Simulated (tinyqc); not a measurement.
Inside a calculation. Method: geometry optimisation on the RHF/sto-3g surface (energies and gradients from PySCF), for H3+, spin multiplicity 1. Computed by tinyqc, a small Python program that keeps every step (integrals from PySCF). Settings: charge = 1, multiplicity = 1, basis = sto-3g, optimiser = sd, first Hessian = 0.6, largest step = 0.5, iteration cap = 30. Command: `OMP_NUM_THREADS=1 python tinyqc.py 21690 21691 out.jsonl` (the two numbers bound the seeds that draw the settings). One thread of a shared host (Intel(R) Xeon(R) Processor @ 2.60GHz), about 1 s of CPU time with the checks.

## Step 1: energy and gradient

positions at the start (bohr):
```
            x          y          z
1H   0.017008  -0.109604   0.018897
2H  -0.043464  -0.086927   1.725320
3H  -0.020787   0.035905  -1.757445
```

Self-consistent energy and analytic gradient at these positions.

energy = -1.20121796 hartree

gradient (hartree/bohr):
```
              x            y            z
1H   0.00031252  -0.00088134   0.00772141
2H  -0.00024626  -0.00079742   0.02620868
3H  -0.00006627   0.00167877  -0.03393010
```

## Step 1: move

Steepest descent, p = -g / 0.6; steps longer than 0.5 bohr are cut back.

positions after step 1 (bohr):
```
            x          y          z
1H   0.016487  -0.108135   0.006028
2H  -0.043053  -0.085598   1.681639
3H  -0.020677   0.033107  -1.700895
```

## Step 2: energy and gradient

As before.

energy = -1.20388006 hartree

gradient (hartree/bohr):
```
              x            y            z
1H  -0.00024676   0.00019583   0.00472737
2H   0.00005824  -0.00092336   0.01787038
3H   0.00018852   0.00072752  -0.02259775
```

## Step 2: move

As before.

positions after step 2 (bohr):
```
            x          y          z
1H   0.016898  -0.108462  -0.001851
2H  -0.043150  -0.084059   1.651855
3H  -0.020991   0.031894  -1.663232
```

## Step 3: energy and gradient

As before.

energy = -1.20503817 hartree

gradient (hartree/bohr):
```
              x            y            z
1H  -0.00068821   0.00106514   0.00195080
2H   0.00028878  -0.00102672   0.01173084
3H   0.00039942  -0.00003843  -0.01368164
```

## Step 3: move

As before.

positions after step 3 (bohr):
```
            x          y          z
1H   0.018045  -0.110237  -0.005102
2H  -0.043632  -0.082348   1.632303
3H  -0.021656   0.031958  -1.640429
```

## Convergence

Stop when the largest gradient component is below 3e-5 hartree/bohr.

Course of the optimisation:
```
step  E (hartree)  largest gradient (hartree/bohr)
1     -1.20121796                         3.39e-02
2     -1.20388006                         2.26e-02
3     -1.20503817                         1.37e-02
4     -1.20548124                         7.88e-03
5     -1.20564568                         4.52e-03
6     -1.20571515                         2.65e-03
7     -1.20575640                         2.84e-03
8     -1.20579201                         3.11e-03
9     -1.20582954                         3.38e-03
10    -1.20587183                         3.65e-03
11    -1.20592032                         3.93e-03
12    -1.20597618                         4.22e-03
13    -1.20604057                         4.53e-03
14    -1.20611479                         4.86e-03
15    -1.20620031                         5.21e-03
16    -1.20629881                         5.57e-03
17    -1.20641221                         5.96e-03
18    -1.20654271                         6.37e-03
19    -1.20669280                         6.81e-03
20    -1.20686531                         7.27e-03
21    -1.20706345                         7.75e-03
22    -1.20729087                         8.25e-03
23    -1.20755164                         8.77e-03
24    -1.20785039                         9.32e-03
25    -1.20819227                         9.88e-03
26    -1.20858305                         1.05e-02
27    -1.20902914                         1.10e-02
28    -1.20953766                         1.16e-02
29    -1.21011645                         1.22e-02
30    -1.21077410                         1.28e-02
```

Distances after the last move, whose energy is not in the table (angstrom):
```
pair   distance
2H-1H  0.865602
3H-1H  0.865602
3H-2H  1.605211
```

Not converged within 30 steps: the energy falls at every step, but slowly. Reruns: method bfgs, first Hessian 0.6, largest step 0.3: converged in 19 (E = -1.24686).
